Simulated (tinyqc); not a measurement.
Changing the band gap at 300 K, E_g: band-to-band tunnelling and avalanche in a reverse-biased abrupt junction. Computed by tinyqc, a small Python program. Command: `OMP_NUM_THREADS=1 python tinyqc.py 3016295 3016296 out.jsonl zener sweep`. One thread of a shared host (Intel(R) Xeon(R) Processor @ 2.30GHz), about 0.04 s of CPU time with the checks.

Direct Kane tunnelling in the local field (for indirect gaps the mass is an effective fit) and one ionisation coefficient for both carriers. N is the doping of the light side, or N_A N_D/(N_A + N_D) for the symmetric junction; the built-in voltage is taken as E_g/e.

Inputs (values chosen for the exercise, modelled on germanium): gap narrowing with temperature, -dE_g/dT = 0.34 meV/K; reduced tunnelling mass m_r = 0.042 m_0; permittivity eps = 16; ionisation prefactor a = 1.3e+07 1/cm; ionisation field at 300 K, b = 1.37e+06 V/cm; relative rise of b with temperature = 4.2 1e-4/K; effective doping N = 4e+17 1/cm^3; reverse bias V_R = 0.9 V; current density that defines tunnel breakdown, J_0 = 10 A/cm^2; temperature T = 300 K.

Junction: symmetric.

Constants: eps_0 = 8.8541878128e-12 F/m; e = 1.602176634e-19 C; m_0 = 9.1093837015e-31 kg; hbar = 1.054571817e-34 J s.

Method:
- E_g(T) = E_g - (T - 300 K)(-dE_g/dT); b(T) = b [1 + (rise)(T - 300 K)]; w = sqrt(2 eps eps_0 (V_R + E_g/e)/(e N)); F_m = 2 (V_R + E_g/e)/w; the field falls linearly from F_m to 0 on both sides.
- Kane: G(F) = A F^2 exp(-B/F), A = e^2 sqrt(m_r)/(18 pi hbar^2 sqrt(E_g)), B = pi sqrt(m_r) E_g^(3/2)/(2 e hbar), SI units; J = e int G dx x V_R/(V_R + E_g/e), the last factor making J vanish at zero bias; int G dx = (w/F_m) int_0^F_m G dF by 64 Gauss-Legendre points.
- Avalanche: I = (w/F_m) int_0^F_m a exp(-b/F) dF by 64 Gauss-Legendre points, M = 1/(1 - I), breakdown at I = 1.
- V_Z solves J = J_0 and V_A solves I = 1; the lower one is the breakdown voltage; temperature coefficients by a central difference of +/- 10 K.

One run for each value:
```
band gap at 300 K, E_g (eV)  tunnel current density (A/cm^2)  B (MV/cm)  tunnel breakdown V_Z (V)
0.34                                              3.1412e+03      2.312                    0.2014
0.43                                              1.7601e+02      3.288                    0.4878
0.51                                              1.2576e+01      4.247                    0.8623
0.60                                              6.0262e-01      5.420                    1.4322
0.77                                              1.6604e-03      7.880                    2.9913
0.86                                              6.8749e-05      9.301                    4.0999
0.95                                              2.7489e-06     10.798                    5.4233
```

Give the missing row, band gap at 300 K, E_g (eV) = 0.69.

Computed row:
```
band gap at 300 K, E_g (eV)  tunnel current density (A/cm^2)  B (MV/cm)  tunnel breakdown V_Z (V)
0.69                                              2.7190e-02      6.684                    2.1745
```

Interpolating between the two neighbouring rows (linearly) misses most in tunnel current density (A/cm^2), by a factor of 10. Over the rows, tunnel current density (A/cm^2) falls from 3140 to 2.75e-6 (exponent d ln y / d ln x -12 between the first rows and -32 between the last); B (MV/cm) rises from 2.31 to 10.8 (exponent d ln y / d ln x about 1.5 throughout); tunnel breakdown V_Z (V) rises from 0.201 to 5.42 (exponent d ln y / d ln x 3.8 between the first rows and 2.8 between the last). B grows as E_g^(3/2) at fixed mass, which is why narrow-gap channels leak by tunnelling.

Caution (all rows): V_A is below about 5 E_g/e, where the local law understates it, since it ignores the distance a carrier needs to reach the ionisation energy. Caution (rows 0.950): V_R is below E_g/e, so the field drops by more than a quarter along the tunnelling path and the local Kane formula overestimates the current.
